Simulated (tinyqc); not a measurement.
Debye-Callaway model of lattice thermal conductivity. From kappa back to wire diameter D. Computed by tinyqc, a small Python program. Command: `OMP_NUM_THREADS=1 python tinyqc.py 3026529 3026530 out.jsonl callaway inv`. One thread of a shared host (Intel(R) Xeon(R) Processor @ 2.30GHz), about 0.04 s of CPU time with the checks.

Three acoustic branches with one velocity v, cut at omega_D = k_B Theta/hbar; x = hbar omega/(k_B T). v and Theta are separate inputs: Theta cuts off the heat-carrying modes, so C need not reach 3 k_B/V. gamma is an effective value that sets the umklapp rate. Heat flows along the wire.

Inputs (values chosen for the exercise, for a model crystal):
```
quantity,value,unit
sound velocity v,1720,m/s
Debye temperature Theta,137,K
volume per atom V,21.4,angstrom^3
mean atomic mass M,54.1,u
effective Grueneisen parameter gamma,0.87,-
umklapp exponent divisor b,3,-
alloy fraction f,0.44,-
mass difference Delta M,36.5,u
specularity p,0.8,-
temperature T,600,K
```

Sample: wire. Point defects: alloy. Normal processes: left out.

Constants: k_B = 1.380649e-23 J/K; hbar = 1.054571817e-34 J s; u = 1.6605390666e-27 kg.

Method:
- For a random alloy on all sites Gamma = f (1 - f) (Delta M/M)^2, with M the mean mass; strain-field scattering is left out. A = V Gamma/(4 pi v^3).
- Rates: point defects A omega^4; umklapp B omega^2 T exp(-Theta/(b T)) with B = hbar gamma^2/(M v^2 Theta). Boundaries: v/Lambda_B with Lambda_B = D (1 + p)/(1 - p).
- kappa_1 = c int tau_C g dx, g = x^4 e^x/(e^x - 1)^2, c = (k_B/(2 pi^2 v)) (k_B T/hbar)^3, over 0 < x < min(Theta/T, 40), by 96 Gauss-Legendre points in s with x = x_max s^2; tau_C = tau_R, the inverse of the summed rates, and kappa = kappa_1.
- Heat capacity C = 3 c int g dx / v^2; grey free path 3 kappa/(C v); the median free path v tau_C halves kappa_1 when the quadrature points are ordered by free path (each counted at half its weight, interpolated in the logarithm); likewise at 10 % and 90 %.

Task: A run gave the result below. Find the wire diameter D, known to lie between 0.31 and 0.84 micrometre.

kappa = 2.143034 W/(m K)

Result:

Each step takes the trial c = (a f_b - b f_a)/(f_b - f_a), f being the result less the target and a, b, c the logarithms of the listed values; c replaces end b, the old b replaces a if the sign of f changed, and otherwise f_a is halved.

Scan of the range:
```
wire diameter D (micrometre),kappa (W/(m K))
0.310,2.08504
0.366,2.10655
0.432,2.12678
0.510,2.14583
0.603,2.16388
0.711,2.18054
0.840,2.19633
```

False position (Illinois rule, in the logarithm of the input) inside the bracket:
```
step,end a,end b,trial,kappa (W/(m K))
1,0.432000,0.510000,0.497725,2.14311
2,0.432000,0.497725,0.497093,2.14296
3,0.497725,0.497093,0.497399,2.14303
4,0.497093,0.497399,0.497399,2.14303
```

Kappa rises at every point of a 13-point scan of the range (every second point is shown), so one value fits; it is bracketed by 0.432 and 0.510. Answer: wire diameter D = 0.4974 micrometre.

Caution: for so large a Gamma the Rayleigh formula is only rough near omega_D.
